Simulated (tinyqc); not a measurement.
Phase-change memory cell, resistance drift and retention: one step of the calculation.

The amorphous state follows Ra = R0 (t/t0)^nu exp[(q Ec/kB)(1/T - 1/(300 K))], with nu taken as independent of T. An intermediate level follows the logarithmic mixing rule ln R = (1 - fa) ln Rc + fa ln Ra with constant Rc. The time to lose the data by crystallisation is tr = tx exp[(q Ex/kB)(1/T - 1/Tx)]; 1 year = 3.15576e7 s. These are empirical laws.

Task. Retention. tr at T; the ten-year temperature solves tr = 10 years: 1/T10 = 1/Tx + (kB/(q Ex)) ln(10 years/tx).

Parameters, values chosen for the exercise; values of the order found in chalcogenide phase-change cells:
- Ex = 3.1 eV (activation energy of crystallisation)
- Tx = 473 K (temperature of a bake)
- tx = 17 s (time to crystallise in that bake)
- T = 398 K (operating temperature)

Constants: q = 1.602176634e-19 C, kB = 1.380649e-23 J/K. Results are converted to the units shown.

Find: tr; T10; loss of tr per kelvin, q Ex/(kB T^2).

Result.

tr = 0.90290 years
T10 = 387.69 K
loss of tr per kelvin, q Ex/(kB T^2) = 22.710 %/K

T lies 10.3 K above T10, so ten years are missed.

Program tinyqc, `OMP_NUM_THREADS=1 python tinyqc.py 2880021 2880022 out.jsonl`; Intel Xeon 2.30GHz, shared host, one thread, about 0.01 s.
